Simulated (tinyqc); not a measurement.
Energies of the polytypes: polytypes and stacking faults of a tetrahedral semiconductor in an axial Ising model with couplings up to third neighbours. Computed by tinyqc, a small Python program. Command: `OMP_NUM_THREADS=1 python tinyqc.py 3029530 3029531 out.jsonl polytype walk`. One thread of a shared host (Intel(R) Xeon(R) Processor @ 2.30GHz), about 0.01 s of CPU time with the checks.

Each double layer has s = +1 or -1 for the sense of its stacking step; E per pair of atoms = E0 - sum_n J_n <s_i s_(i+n)>, n = 1, 2, 3. Hexagonality h = (1 - <s_i s_(i+1)>)/2.

Inputs (values chosen for the exercise, for a model crystal):

| quantity | value | unit |
|---|---|---|
| J1 | 0.899 | meV/pair |
| J2 | -1.57 | meV/pair |
| J3 | -0.27 | meV/pair |
| gap of 3C | 2.39 | eV |
| gap of 4H | 3.26 | eV |

Method. E - E(3C) = sum_n J_n (1 - C_n), C_n = <s_i s_(i+n)>. The gap is taken linear in h between 3C (h = 0) and 4H (h = 1/2), a rough rule, with a dash beyond.

correlations of the repeat units 3C (+), 2H (+-), 4H (++--), 6H (+++---), 15R (+++--), 8H (++++----), 21R (++++---), 9R (++-):
```
        n = 1     n = 2     n = 3
3C    1.00000   1.00000   1.00000
2H   -1.00000   1.00000  -1.00000
4H    0.00000  -1.00000   0.00000
6H    0.33333  -0.33333  -1.00000
15R   0.20000  -0.60000  -0.60000
8H    0.50000   0.00000  -0.50000
21R   0.42857  -0.14286  -0.71429
9R   -0.33333  -0.33333   1.00000
```

Polytypes:

| polytype | h | E - E(3C) (meV/pair) | gap by the linear rule (eV) |
|---|---|---|---|
| 3C | 0.0000 | 0.0000 | 2.3900 |
| 2H | 1.0000 | 1.2580 | - |
| 4H | 0.5000 | -2.5110 | 3.2600 |
| 6H | 0.3333 | -2.0340 | 2.9700 |
| 15R | 0.4000 | -2.2248 | 3.0860 |
| 8H | 0.2500 | -1.5255 | 2.8250 |
| 21R | 0.2857 | -1.7434 | 2.8871 |
| 9R | 0.6667 | -0.8947 | - |

E(2H) - E(3C) = 1.258 meV/pair

E(4H) - E(3C) = -2.511 meV/pair

E(6H) - E(3C) = -2.034 meV/pair

What does the comparison show, and why?

The lowest is 4H, 0.286 meV/pair below 15R. J1/|J2| = 0.57: for J3 = 0 and J2 < 0 the ground state is 2H below -2, 4H between -2 and 2, and 3C above 2; at 2 itself all periods with bands of two or more layers are degenerate. Four or more polytypes lie within 1.5 meV/pair, so small a spread that growth kinetics and seeds can decide.

Extremes, crossings and ranges named in words are read from the listed rows.
